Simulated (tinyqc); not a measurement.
Channel length: inversion-layer mobility, back-scattering and ballistic limit of a field-effect transistor. Computed by tinyqc, a small Python program. Command: `OMP_NUM_THREADS=1 python tinyqc.py 3022061 3022062 out.jsonl mos walk`. One thread of a shared host (Intel(R) Xeon(R) Processor @ 2.30GHz), about 0.01 s of CPU time with the checks.

The charge at the top of the source barrier is fixed by the gate; series resistance and short-channel effects are left out. F_j are Fermi integrals normalised to exp(eta) in the classical limit.

Inputs (values chosen for the exercise, modelled on a germanium p-channel): transport mass m = 0.21 m_0; valley degeneracy g_v = 1; weight w of the inversion charge = 0.333; permittivity eps = 16; phonon mobility at 1 MV/cm and 300 K, mu_ph = 250 cm^2/(V s); roughness mobility at 1 MV/cm, mu_sr = 280 cm^2/(V s); Coulomb mobility at N_inv = 1e12/cm^2, mu_C = 630 cm^2/(V s); electrical oxide thickness t_inv = 3.6 nm; depletion charge N_dep = 1.9e+12 1/cm^2; gate overdrive V_G - V_T = 0.68 V; drain voltage V_D = 0.37 V; exponent a of the critical length = 0.65; temperature T = 300 K.

Statistics at the top of the barrier: Fermi-Dirac.

Constants: eps_0 = 8.8541878128e-12 F/m; e = 1.602176634e-19 C; m_0 = 9.1093837015e-31 kg; k_B = 1.380649e-23 J/K; hbar = 1.054571817e-34 J s; k_B = 8.617333262e-05 eV/K.

Method:
- N_inv = 3.9 eps_0 (V_G - V_T)/(e t_inv); effective field E_eff = e (N_dep + w N_inv)/(eps eps_0).
- mu_phonon = mu_ph (E_eff/1 MV/cm)^(-0.3) (T/300 K)^(-1.75); mu_rough = mu_sr (E_eff/1 MV/cm)^(-2); mu_Coulomb = mu_C (N_inv/1e12 cm^-2) (T/300 K); Matthiessen's rule adds 1/mu.
- F_j(eta) = (1/Gamma(j + 1)) int_0^infinity x^j/(1 + exp(x - eta)) dx, F_0 = ln(1 + exp(eta)). Integrals over x = E/(k_B T) use 160 Gauss-Legendre points in u = sqrt(x) from 0 to sqrt(max(eta, 0) + 32).
- Ballistic channel: N_2D = g_v m k_B T/(pi hbar^2), U = e V_D/(k_B T); eta_F solves N_inv = (N_2D/2)[F_0(eta_F) + F_0(eta_F - U)]; v_T = sqrt(2 k_B T/(pi m)); I/W = e (N_2D/2) v_T [F_1/2(eta_F) - F_1/2(eta_F - U)]; injection velocity v_T F_1/2(eta_F)/F_0(eta_F).
- Mean free path lambda = (2 k_B T/e)(mu/v_T) F_0(eta_0)/F_-1/2(eta_0), with eta_0 from N_inv = N_2D F_0(eta_0); critical length l = L (1 + U)^(-a), an empirical rule; back-scattering r = l/(l + lambda). Then eta solves N_inv = (N_2D/2)[(1 + r) F_0(eta) + (1 - r) F_0(eta - U)] and I/W = e (N_2D/2) v_T (1 - r)[F_1/2(eta) - F_1/2(eta - U)].
- The last column is the long-channel law e N_inv mu V/L with V = V_D - V_D^2/(2 V_ov) below pinch-off and V_ov/2 above, V_ov = V_G - V_T.

inversion density N_inv = 4.07108e+12 1/cm^2

effective mobility mu = 260.544 cm^2/(V s)

ballistic current I/W = 1191.22 microampere/micrometre

Currents (microampere/micrometre):
```
L (nm)        r     I/W  ballistic ratio  long-channel law
5       0.05080  1057.6          0.88785            9154.4
10      0.09669   950.5          0.79791            4577.2
20      0.17633   789.6          0.66285            2288.6
40      0.29979   588.8          0.49431            1144.3
80      0.46129   389.4          0.32693             572.1
160     0.63135   231.8          0.19456             286.1
400     0.81066   104.5          0.08772             114.4
1000    0.91456    44.0          0.03695              45.8
```

What follows from these numbers?

The current scales as L^-0.94 at the long end and as L^-0.15 at the short end, where it reaches 89 % of the ballistic 1190. The long-channel law passes the ballistic limit between 20.0 and 40.0 nm and has no meaning below. At 1000 nm the model gives 0.96 times the long-channel law. Raising mu by 10 % at 20 nm raises I by 3.2 %.

Extremes, crossings and ranges named in words are read from the listed rows.
